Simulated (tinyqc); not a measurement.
Double-gate transistor, scale length and short-channel effects: one step of the calculation.

A body of thickness ts between two insulators of thickness ti and two tied gates. Below threshold the potential that source and drain add obeys Laplace's equation and vanishes on the gate. Its lowest mode decays along the channel as exp(-k y); k is the smallest positive root of the matching condition at the interface, and the scale length is Lambda = pi/k.

Question. Scan of the matching condition. f(k) = ei cos(k ti) cos(k ts/2) - eps_r sin(k ti) sin(k ts/2).

Parameters, values chosen for the exercise; permittivities: semiconductor made up, insulator close to that of silicon dioxide:

| symbol | value | unit | meaning |
|---|---|---|---|
| eps_r | 15.5 |  | relative permittivity of the semiconductor |
| ei | 3.99 |  | relative permittivity of the insulator |
| ti | 2.5 | nm | insulator thickness |
| ts | 3.1 | nm | body thickness |

k, point 0 to 7 (1/nm): 0.04375  0.0875  0.13125  0.175  0.21875  0.2625  0.30625  0.35

Give: f(k).

Answer.

f(k), point 0 to 7: 3.8424  3.4044  2.6900  1.7225  0.5332  -0.8395  -2.3509  -3.9518

The first change of sign lies between k = 0.21875 and 0.2625 1/nm.

tinyqc, about 0.01 s, one thread, Intel Xeon 2.30GHz (shared host): `OMP_NUM_THREADS=1 python tinyqc.py 2420163 2420164 out.jsonl`
